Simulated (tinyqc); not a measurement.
MOS structure on a p-type body with a doping step (retrograde), non-linear Poisson equation by Newton steps: one step of the calculation.

One dimension, insulator interface at x = 0, acceptor density N1 for x < x1 and Na beyond, net doping C = -(acceptor density). psi is counted from the intrinsic level: n = ni exp((psi - Vb)/Vt), p = ni exp(-psi/Vt); deep in the body psi_b = -Vt ln(Na/ni). The gate acts through Cox = eps0 eox/tox and has the potential psi_G = Vg - (phiM - chi - Vt ln(Nc/ni)). Boltzmann statistics, full ionisation, classical densities, no oxide or interface charge.

Task. Newton step. Solve the tridiagonal system a_(i-1) d_(i-1) + b_i d_i + a_i d_(i+1) = -F_i for nodes 0 to 12, with d = 0 on fixed nodes. If the largest |d| exceeds 4 Vt, the whole step is scaled down so that it equals 4 Vt.

Inputs (values chosen for the exercise): temperature T = 300 K.

Constants: q = 1.602176634e-19 C, kB = 1.380649e-23 J/K, Vt = kB T/q. Results are converted to the units shown.

coupling a_i, interval 0 to 12 (F/cm^2): 1.3170604e-5  9.3243217e-6  6.5853022e-6  4.6828816e-6  3.3029729e-6  2.3259345e-6  1.6724577e-6  1.1707204e-6  8.2964437e-7  5.8536019e-7  4.1646180e-7  2.9106308e-7  2.1072967e-7

```
node	diagonal b (F/cm^2)	residual F (C/cm^2)
0	-1.4142964e-5	1.0664240e-7
1	-2.2555401e-5	3.2295234e-9
2	-1.5920649e-5	6.4945922e-9
3	-1.1269088e-5	9.5376101e-9
4	-7.9858806e-6	1.3508877e-8
5	-5.6289076e-6	1.9171641e-8
6	-3.9983922e-6	2.6894938e-8
7	-2.8431781e-6	~0
8	-2.0003648e-6	4.7200382e-18
9	-1.4150435e-6	1.0055195e-12
10	-1.9399235e-6	-6.7960202e-10
11	-9.0927369e-6	1.9804547e-8
12	-1.2254724e-5	0
```

psi at the start, node 0 to 13 (V): 1.2532581  1.2152432  1.1622766  1.0887409  0.9882292  0.8515313  0.6691108  0.4382381  0.1544852  -0.1537282  -0.4057038  -0.4532581  -0.4532581  -0.4532581

Find: Newton step d, before damping; psi after iteration 1.

Result.

Newton step d, before damping, node 0 to 12 (V): 0.14619  0.14888  0.15331  0.15885  0.16463  0.16874  0.16634  0.14691  0.11916  0.08000  0.02450  0.00330  0.00008
psi after iteration 1, node 0 to 13 (V): 1.3428  1.3065  1.2562  1.1861  1.0891  0.9549  0.7710  0.5283  0.2275  -0.1047  -0.3907  -0.4512  -0.4532  -0.4533

Numbers from tinyqc (`OMP_NUM_THREADS=1 python tinyqc.py 2080153 2080154 out.jsonl`; about 0.5 s on one thread of a shared Intel Xeon 2.30GHz).

~0 in a residual or rate marks an entry under 1e-11 of the largest of its column.
